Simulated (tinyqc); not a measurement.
Two-band k.p model of the Delta valleys near the X point under shear strain, step by step. Values are carried at full precision from step to step, so a last printed digit may differ when a step is redone from the rounded ones.

Constants: hbar^2/2m0 = 3.80998211 eV angstrom^2.

Parameters, chosen for this exercise (near those of Si; shifted at random, so the results belong to these values and not to a real crystal):
- a = 5.435 angstrom (lattice constant)
- ml = 0.935 m0 (longitudinal mass)
- mt = 0.195 m0 (transverse mass)
- kx0 = 0.154 2 pi/a (distance of the minimum from X)
- D = 13.8 eV (shear deformation potential)
- Mp = 0.237 m0 (coupling mass)
- exy = 0.021 (shear strain)
- k = (0.032, 0.013, 0.116) 1/angstrom (wave vector from X)

## Scales

k0 = kx0 2 pi/a; Delta = 2 c k0^2/ml with c = hbar^2/2m0, half the splitting of the two bands at k0; eta = D exy/Delta measures the shear coupling against it.

k0 = 0.17803 1/angstrom
Delta = 0.25831 eV
eta = 1.1219
splitting of the two bands at X, 2 |D exy| = 0.5796 eV

## The Hamiltonian at one k

Valley pair on the [001] axis, kz counted from the X point, c = hbar^2/2m0, k0 = kx0 2 pi/a. H = (c kz^2/ml + c (kx^2 + ky^2)/mt + c k0^2/ml) 1 + (2 c k0 kz/ml) sigma_z + (D exy - 2 c kx ky/Mp) sigma_x, so E = c kz^2/ml + c (kx^2 + ky^2)/mt + c k0^2/ml -/+ sqrt((2 c k0 kz/ml)^2 + (D exy - 2 c kx ky/Mp)^2). Without strain the lower band has its minima, E = 0, at kz = +/- k0. Shifts from diagonal strain are left out.

Fill in the 2 x 2 matrix (sigma_z diagonal) and give its levels.

H(k) (eV):
```
        1       2
1  0.3756  0.2764
2  0.2764  0.0390
```

levels (eV): -0.1163  0.5309

## Position, depth and masses of the minimum

For |eta| < 1: k_min = k0 sqrt(1 - eta^2), E_min = -Delta eta^2/2, ml(eta) = ml/(1 - eta^2), 1/m[110] = 1/mt + eta/Mp, 1/m[1-10] = 1/mt - eta/Mp. For |eta| > 1 the minimum sits at X: E_min = -Delta (2 |eta| - 1)/2, ml(eta) = ml/(1 - 1/|eta|), and eta is replaced by its sign in the transverse masses.

k_min = 0.0000 1/angstrom
E_min = -160.64 meV
ml(eta) = 8.605 m0

masses along [110] and [1-10] (m0): 0.1070  1.1004

The two valleys have merged at X; electrons are lighter along [110] (-45.1 % against mt) and heavier across (+464.3 %).

## The two bands along kz

kx = ky = 0, kz from 0 to 1.6 k0 in steps of 0.2 k0, with and without the strain.

Levels (eV):
```
kz/k0  kz (1/angstrom)    lower   upper  lower, no strain  upper, no strain
0.0             0.0000  -0.1606  0.4190            0.1292            0.1292
0.2             0.0356  -0.1600  0.4287            0.0827            0.1860
0.4             0.0712  -0.1578  0.4575            0.0465            0.2531
0.6             0.1068  -0.1530  0.5043            0.0207            0.3306
0.8             0.1424  -0.1441  0.5677            0.0052            0.4185
1.0             0.1780  -0.1299  0.6465            0.0000            0.5166
1.2             0.2136  -0.1092  0.7395            0.0052            0.6251
1.4             0.2492  -0.0811  0.8457            0.0207            0.7439
1.6             0.2849  -0.0450  0.9646            0.0465            0.8731
```

## Checks

- Depth of the minimum by numerical search against the closed form (eV): both -0.160644.
- Mass along [110] by finite differences against the closed form: both 0.1070.

Program tinyqc; command `OMP_NUM_THREADS=1 python tinyqc.py 1080846 1080847 out.jsonl`; about 0.01 s on one thread of a shared Intel(R) Xeon(R) Processor @ 2.30GHz.
